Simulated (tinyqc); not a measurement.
Trench capacitor in an array: capacitance, non-linearity, leakage and relaxation: one step of the calculation.

A film between two metal electrodes, each interface adding a series capacitance ci. The small-signal permittivity is ek (1 + aq E^2); the field is found with the linear permittivity. Leakage J = J0 sinh(E/Ef). After a voltage step the film passes a relaxation current kr C V tt^(-nr), tt being the time in seconds. The sidewall is a coaxial capacitor with radii a = dm/2 - t and b = dm/2, depth AR dm; the end face is left out.

Task. Planar capacitance, field and non-linearity. Planar film: Cf = eps0 ek/t, 1/C = 1/Cf + 2/ci, EOT = 3.9 eps0/C, effective permittivity C t/eps0, E = (V/t) C/Cf; quadratic coefficient [C(V)/C - 1]/V^2 with Cf (1 + aq E^2) in C(V).

Parameters, values chosen for the exercise; permittivity of the order of that of tantalum oxide: relative permittivity of the film ek = 24.4; film thickness t = 8.3 nm; capacitance of each electrode interface (dead layer and screening) ci = 1000 uF/cm^2; quadratic field coefficient of the permittivity aq = 0.0044 cm^2/MV^2; bias V = 1.5 V; leakage prefactor J0 = 1.8e-10 A/cm^2; field for an e-fold rise of the leakage Ef = 0.48 MV/cm.

Constants: eps0 = 8.8541878128e-14 F/cm where lengths are in cm. Results are converted to the units shown.

Wanted: Cf; C; EOT; effective permittivity; E; quadratic coefficient; J.

Result.

Cf = 2.6029 uF/cm^2
C = 2.5894 uF/cm^2
EOT = 1.3335 nm
effective permittivity = 24.274
E = 1.7979 MV/cm
quadratic coefficient = 6287.8 ppm/V^2
J = 3.8078e-9 A/cm^2

The interfaces take 0.518 % of the voltage.

Computed by the program tinyqc: `OMP_NUM_THREADS=1 python tinyqc.py 2102027 2102028 out.jsonl`, one thread of a shared Intel Xeon 2.30GHz, about 0.01 s for the whole run.
